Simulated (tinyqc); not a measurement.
MOSFET in the linear regime without short-channel effects, parameter extraction from computed curves: two steps of the calculation.

Inversion charge Q = Cox n Vt W0(exp((Vg - VT)/(n Vt))), W0 the Lambert function and n = nf; u = Q/Cox; mobility mu = mu0/(1 + th1 u + th2 u^2); channel resistance Rch = (L - dL)/(W mu Q); Id = Vd/(Rch + Rsd/W). Cox = eps0 eox/tox. Small Vd, no channel-length or drain effects.

Values chosen for this exercise; channel values of the order met in silicon transistors:
- T = 77 K (temperature)
- eox = 3.9 (relative permittivity of the gate insulator (close to silicon dioxide))
- tox = 2.6 nm (insulator thickness)
- mu0 = 91 cm^2/(V s) (low-field mobility)
- th1 = 0.49 1/V (first mobility attenuation factor)
- th2 = 0.29 1/V^2 (second mobility attenuation factor)
- VT = 0.67 V (threshold voltage)
- nf = 1.12 (body factor)
- W = 1 um (gate width)
- L = 0.21 um (drawn gate length)
- dL = 0.009 um (drawn less effective length)
- Rsd = 150 ohm um (source plus drain resistance)
- Vd = 0.01 V (drain voltage)

Constants: q = 1.602176634e-19 C, kB = 1.380649e-23 J/K, Vt = kB T/q, eps0 = 8.8541878128e-14 F/cm where lengths are in cm. Results are converted to the units shown.

Problem 1. Transfer curve. u, mu, Rch and Id as defined.

```
point,Vg (V)
0,0.37
1,0.52
2,0.67
3,0.82
4,0.97
5,1.12
6,1.27
7,1.42
8,1.57
```

Wanted: u; mu; Rch; Id.

Solution 1.

```
point,u (V),mu (cm^2/(V s)),Rch (ohm),Id (uA)
0,2.185e-20,91.00,7.613e22,1.314e-19
1,1.274e-11,91.00,1.305e14,7.662e-11
2,0.004215,90.81,3.954e5,0.02528
3,0.1288,85.21,1.379e4,0.7174
4,0.2732,78.75,7034,1.392
5,0.4200,72.40,4977,1.950
6,0.5678,66.34,4018,2.399
7,0.7161,60.68,3483,2.753
8,0.8647,55.47,3155,3.025
```

Problem 2. The Y function. Y_i = Id_i/sqrt(gm_i). For Id = beta Vd x/(1 + th x), x = Vg - VT, Y = sqrt(beta Vd) x whatever th. Slope s from points 4 and 7; VT_Y = Vg - Y/s at point 7; beta = s^2/Vd; mobility beta L/(W Cox) with the drawn L; th* = (beta Vd x/Id - 1)/x at point 7.

```
point,Vg (V),Id (uA)
0,0.37,1.3136239e-19
1,0.52,7.6615917e-11
2,0.67,0.025281149
3,0.82,0.71740785
4,0.97,1.3920157
5,1.12,1.9504380
6,1.27,2.3993086
7,1.42,2.7526702
8,1.57,3.0254005
```

```
point,gm (uS)
1,0.084270496
2,2.3913595
3,4.5557819
4,4.1101005
5,3.3576428
6,2.6741075
7,2.0869731
```

Find: Y; s; VT_Y; beta; mobility from Y; th*.

Solution 2.

```
point,Y (uA^0.5 V^0.5)
1,2.639e-10
2,0.01635
3,0.3361
4,0.6866
5,1.064
6,1.467
7,1.905
```

s = 2.708 uA^0.5 V^-0.5
VT_Y = 0.7165 V
beta = 733.6 uA/V^2
mobility from Y = 116.0 cm^2/(V s)
th* = 1.244 1/V

The mobility from Y is 22 % above mu0 L/(L - dL) = 95.1 cm^2/(V s), which it should reach in deep inversion when th2 = 0.

Computed by the program tinyqc: `OMP_NUM_THREADS=1 python tinyqc.py 2210020 2210021 out.jsonl`, one thread of a shared Intel Xeon 2.30GHz, about 0.01 s for the whole run.
